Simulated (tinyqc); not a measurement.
UHF in the sto-3g basis, for Be+, spin multiplicity 2, step by step. One step of it, computed by the program tinyqc.

Task: Iteration 2: DIIS coefficients. Solve [B -1; -1 0][c; lambda] = [0; -1] for the coefficients, which sum to one.

B (overlaps of the stored error matrices):
```
               1              2
1  4.4593171e-01  1.6366725e-01
2  1.6366725e-01  9.7449863e-02
```

Give: DIIS coefficients.

Result:

DIIS coefficients: -0.3065  1.3065
